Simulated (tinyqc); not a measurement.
The same stress in different states: Raman shift of the zone-centre optical phonon of a diamond-structure crystal under stress. Computed by tinyqc, a small Python program. Command: `OMP_NUM_THREADS=1 python tinyqc.py 3007937 3007938 out.jsonl ramanstress walk`. One thread of a shared host (Intel(R) Xeon(R) Processor @ 2.30GHz), about 0.01 s of CPU time with the checks.

Axes x, y, z are the cube axes. Strain shifts the threefold optical mode and can split it; p, q and r are the phonon deformation potentials.

Inputs (values chosen for the exercise, modelled on germanium):

| quantity | value | unit |
|---|---|---|
| unstrained frequency omega_0 | 300.3 | 1/cm |
| p/omega_0^2 | -1.44 | - |
| q/omega_0^2 | -1.95 | - |
| r/omega_0^2 | -1.12 | - |
| C11 | 127.7 | GPa |
| C12 | 47.96 | GPa |
| C44 | 67.58 | GPa |
| stress sigma (tension positive) | 2.2 | GPa |

Stress state: uniaxial. Axis: [110].

Method:
- S11 = (C11 + C12)/D, S12 = -C12/D, D = (C11 - C12)(C11 + 2 C12), S44 = 1/C44.
- eps_xx = S11 sigma_xx + S12 (sigma_yy + sigma_zz), and cyclic; eps_xy = S44 sigma_xy/2 (tensor strain).
- Secular matrix: M_xx = p eps_xx + q (eps_yy + eps_zz), M_xy = 2 r eps_xy; its eigenvalues are omega^2 - omega_0^2, and the shifts are these over 2 omega_0.
- Uniaxial: sigma n n^T; biaxial: sigma (1 - n n^T); hydrostatic: sigma 1. The line seen from (001) is taken as unresolved, at the intensity-weighted shift M_zz/(2 omega_0).

S44 = 14.7973 1/TPa

S11 = 9.85113 1/TPa

S12 = -2.68963 1/TPa

Shifts (1/cm):

| state | lowest | middle | highest | line seen from (001) |
|---|---|---|---|---|
| uniaxial [100] | -3.3336 | -3.3336 | -1.2209 | -3.3336 |
| uniaxial [110] | -5.0146 | -3.3336 | 0.4600 | -3.3336 |
| uniaxial [001] | -3.3336 | -3.3336 | -1.2209 | -1.2209 |
| uniaxial [111] | -6.2791 | -0.8046 | -0.8046 | -2.6294 |
| biaxial, normal [001] | -6.6673 | -4.5546 | -4.5546 | -6.6673 |
| biaxial, normal [111] | -7.0837 | -7.0837 | -1.6091 | -5.2588 |
| hydrostatic | -7.8882 | -7.8882 | -7.8882 | -7.8882 |

What follows from these numbers?

Seen from (001), uniaxial stress along [100] and along [110] give the same shift (-3.334), and equal biaxial stress in the plane gives twice as much (-6.667), since only sigma_xx + sigma_yy and sigma_zz enter M_zz. Stress along [001] gives -1.221. One measured shift therefore fixes the stress only once its state is assumed: read as uniaxial in the plane, a shift implies twice the stress that it does read as biaxial. In the two [111] rows the modes seen are split by 5.5 per cm, more than a line width, so two lines appear there in place of one.

Extremes, crossings and ranges named in words are read from the listed rows.
